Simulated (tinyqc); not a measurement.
# One-dimensional ballistic tunnel FET, two-band WKB: two studies

A p-type source for x < 0 with its Fermi level at 0 and its valence edge at ds; in the channel the bands fall as D exp(-x/lam) towards their flat values, with the conduction edge at Ec = ds - dP and D = dP + Eg. The gate moves dP one to one. The drain Fermi level lies at -Vd and the drain side reflects nothing. For w = E - Ec between 0 and dP an electron crosses the gap. Two-band dispersion with equal masses m: inside the gap kappa = sqrt(m u (1 - u/Eg)/C), u the distance from a band edge, C = hbar^2/(2 m0).

Inputs (values chosen for the exercise); band and dielectric values close to those of germanium:
- T = 300 K (temperature)
- Eg = 0.667 eV (band gap)
- m = 0.052 m0 (band-edge mass of the two-band model)
- lam = 1.8 nm (screening length of the source junction)
- ds = 0.02 eV (source valence edge above the source Fermi level)
- Vd = 0.5 V (drain bias)
- g = 1 (number of degenerate subbands (spin apart))
- dP = 0.2 eV (tunnelling window Ev(source) - Ec(channel))

Constants: q = 1.602176634e-19 C, kB = 1.380649e-23 J/K, hbar = 1.054571817e-34 J s, h = 6.62607015e-34 J s, m0 = 9.1093837015e-31 kg, Vt = kB T/q, hbar^2/(2 m0) = 0.0380998212 eV nm^2. Results are converted to the units shown.

Each table varies one quantity; the others keep the values above.

## Effect of the band gap with the mass tied to it

The mass follows the gap, m = 0.052 Eg/0.667 eV. S(w) = 2 lam int_0^Eg kappa(u) du/(w + Eg - u) = 2 pi lam sqrt(m/(C Eg)) [w + Eg/2 - sqrt(w (w + Eg))], T(w) = exp(-S). I = g (2 q^2/h) int_0^dP T(w) [f(E) - f(E + Vd)] dw, E = ds - dP + w, f(x) = 1/(1 + exp(x/Vt)). Swing = d(dP)/d(log10 I).

Effect of the band gap with the mass tied to it:
```
Eg (eV)	T(w = dP)	I (uA)	swing (mV/decade)
0.2	0.7576	7.811	318.9
0.37	0.4648	3.879	269.5
0.54	0.2516	1.758	234.8
0.71	0.1253	0.7525	209.1
0.89	0.05606	0.2933	188.3
1.06	0.02500	0.1167	172.9
1.23	0.01075	0.04528	160.2
1.4	0.004478	0.01722	149.7
```

What does the table show?

T(w = dP) falls from 0.758 to 0.00448 and I falls from 7.81 to 0.0172 uA; the swing falls from 319 to 150 mV/decade. With m/Eg fixed, S depends on the gap only through w + Eg/2 - sqrt(w (w + Eg)). For Eg = 0.2, 0.37, 0.54 S at w = dP is below 2, where a WKB prefactor of 1 is a rough guess.

## Effect of the source degeneracy

Same model as above.

Results:
```
ds (eV)	I (uA)	swing (mV/decade)
-0.05	1.193	239.6
0	1.050	226.2
0.1	0.3894	146.1
0.15	0.1550	102.7
0.2	0.04057	72.94
0.25	0.007136	61.93
0.3	0.001070	59.76
```

Estimate the missing row, ds = 0.05 eV.

Computed row:
```
ds (eV)	I (uA)	swing (mV/decade)
0.05	0.7279	191.9
```

With this row back in the table: I falls from 1.19 to 0.00107 uA, and the swing falls from 240 to 59.8 mV/decade. Once ds exceeds dP = 0.2 eV the whole window lies above the source Fermi level, in its thermal tail, and I falls with ds. The screening length is held fixed, though doping would change it. In every row S at w = dP is below 2, where a WKB prefactor of 1 is a rough guess.

Range of the model: The two-band model describes a direct gap; phonon-assisted tunnelling across an indirect gap is left out.

Computed by the program tinyqc: `OMP_NUM_THREADS=1 python tinyqc.py 2620037 2620038 out.jsonl`, one thread of a shared Intel Xeon 2.30GHz, about 0.01 s for the whole run.
